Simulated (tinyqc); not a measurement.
## Landau coefficient from the swing

Inverse problem. Below threshold and near Q = 0, a ferroelectric film of thickness tf changes the swing n Vt ln 10 by the factor 1 + 2 al tf Cp, and al = -3 sqrt(3) Ec/(4 Pr) (1 nm times 1 kV/cm is 1e-4 V). Find n, al and Pr.

Values chosen for this exercise: temperature T = 300 K; coercive field Ec = 800 kV/cm; overlap capacitance per gate area Cp = 0.33 uF/cm^2.

Constants: q = 1.602176634e-19 C, kB = 1.380649e-23 J/K, Vt = kB T/q. Results are converted to the units shown.

swing without the film and with tf = 10 nm (mV/decade): 63.098015  60.552225

Answer. The first swing gives n, the ratio of the two gives al, and Ec then gives Pr.

n = 1.06
al = -61.1 kV cm/uC
Pr = 17.0 uC/cm^2

Program tinyqc, `OMP_NUM_THREADS=1 python tinyqc.py 2860111 2860112 out.jsonl`; Intel Xeon 2.30GHz, shared host, one thread, about 0.02 s.
